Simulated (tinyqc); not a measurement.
# Mobility and doping from two currents

Problem. A trap-free film with injecting contacts is fitted, with diffusion neglected, by J = q mu N V/Lf + (9/8) eps0 eps_r mu V^2/Lf^3. Find mu, N and the voltage at which both terms are equal.

Parameters, values chosen for the exercise:
- eps_r = 9.36 (relative permittivity)
- Lf = 530 nm (film thickness)

Constants: q = 1.602176634e-19 C, eps0 = 8.8541878128e-14 F/cm where lengths are in cm. Results are converted to the units shown.

J at 3.7 and 14 V (A/cm^2): [836.57994, 6145.5229]

Solution. J/V is a straight line in V: the slope gives mu and the intercept mu N.

mu = 3.300 cm^2/(V s)
N = 1.500e16 cm^-3
crossover voltage = 7.241 V

tinyqc, about 0.07 s, one thread, Intel Xeon 2.30GHz (shared host): `OMP_NUM_THREADS=1 python tinyqc.py 2730041 2730042 out.jsonl`
